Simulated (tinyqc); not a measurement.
Non-radiative capture by multiphonon emission, one effective mode: one step, computed by the program tinyqc.

The initial state (free carrier plus empty centre) lies dE above the final state; both have the same frequency and are displaced by dQ.

Question. Geometry of the two curves. dQ = sqrt(2 S (hbar^2/u)/hbar omega); relaxation energy lambda = S hbar omega; phonons needed P = dE/hbar omega; classical barrier E_b = (dE - lambda)^2/(4 lambda); occupation n = 1/(exp(hbar omega/k_B T) - 1).

Inputs (values chosen for the exercise, with mass, screening and phonons like those of 4H-SiC):
```
quantity                  value  unit
energy released dE        0.492    eV
phonon energy hbar omega   49.2   meV
Huang-Rhys factor S         6.3     -
temperature T                77     K
```

Centre: repulsive.

Constants: hbar^2/u = 4.18015928e-03 eV angstrom^2; k_B = 8.617333262e-05 eV/K.

Give: dQ; lambda; P; classical barrier E_b; occupation n.

Answer.

dQ = 1.0347 u^(1/2) angstrom

lambda = 0.30996 eV

P = 10

classical barrier E_b = 0.026728 eV

occupation n = 6.0261e-04

dE exceeds lambda: the inverted case usual for deep centres, in which the curves cross on the far side of the initial minimum.
